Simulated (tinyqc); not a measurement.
Sweeping the field: donor near an oxide interface in a gate field (two-state model).

Interface at z = 0 (hard wall), donor at z = d, field F pulling electrons to the interface: potential e F z; 1 kV/cm = 1e-5 eV/angstrom, c = hbar^2/2m0, q = e^2/(4 pi eps0), Q = (eps - eo)/(eps + eo). Donor state: E_D = e F d - ED - q Q/(4 eps d), the last term joining the images of ion and electron. Interface state: z exp(-b z/2) exp(-rho^2/(2 L^2)) with E_z = c b^2/(4 mz) + 3 e F/b + q Q b/(8 eps), minimised over b; in the plane at z = 3/b the ion (distance D = d - 3/b) and its image (D' = d + 3/b) give E_rho = c/(mt L^2) - (q/eps)(sqrt(pi)/L)[erfcx(D/L) + Q erfcx(D'/L)], erfcx(x) = exp(x^2) erfc(x), minimised over L. E_I = E_z + E_rho.

The two states couple by t = t0 exp(-D/aD) with t0 = q/(eps aD) (2 aD/L) sqrt(aD b/2) v, v a valley factor; this form is an estimate. With detuning u = E_D - E_I the splitting is sqrt(u^2 + 4 t^2) and the lower state has weight (1 - u/sqrt(u^2 + 4 t^2))/2 on the donor.

Constants: hbar^2/2m0 = 3.80998211 eV angstrom^2; e^2/(4 pi eps0) = 14.39964547 eV angstrom.

Inputs chosen for the exercise (near those of a donor in Si below SiO2, static dielectric constants; the results hold for these values, not for the real material): d = 120 angstrom (depth of the donor); ED = 30.9 meV (bulk binding energy); mz = 0.918 m0 (mass across the interface); mt = 0.188 m0 (mass in the plane); eps = 11.4 (dielectric constant of the semiconductor); eo = 3.9 (dielectric constant of the oxide); aD = 15.8 angstrom (donor radius); v = 0.48 (valley factor); Fl = (37.623, 38.561, 38.937, 39.124, 39.312, 39.687, 40.626) kV/cm (fields).

Both levels, the splitting, the donor weight and the mean depth w d + (1 - w) 3/b.

Results:

| F (kV/cm) | E_D (meV) | E_I (meV) | splitting (meV) | donor weight | mean depth (angstrom) |
|---|---|---|---|---|---|
| 37.623 | 12.958 | 14.083 | 1.14 | 0.995 | 119.6 |
| 38.561 | 14.083 | 14.507 | 0.449 | 0.972 | 117.8 |
| 38.937 | 14.534 | 14.676 | 0.204 | 0.846 | 107.9 |
| 39.124 | 14.759 | 14.759 | 0.147 | 0.501 | 80.9 |
| 39.312 | 14.984 | 14.843 | 0.204 | 0.152 | 53.6 |
| 39.687 | 15.434 | 15.009 | 0.449 | 0.027 | 43.6 |
| 40.626 | 16.561 | 15.423 | 1.15 | 0.004 | 41.4 |

E_D rises by 1.20 and E_I by 0.45 meV per kV/cm, so they cross once, near 39.1 kV/cm, where the splitting is 2t = 0.147 meV. The donor weight passes from 0.85 to 0.15 while the detuning goes from -2t to 2t, a window of 0.39 kV/cm or 1 % of the field; across the table the charge moves by 78 angstrom.

tinyqc: `OMP_NUM_THREADS=1 python tinyqc.py 1282110 1282111 out.jsonl`; about 0.04 s, one thread, shared Intel(R) Xeon(R) Processor @ 2.30GHz.
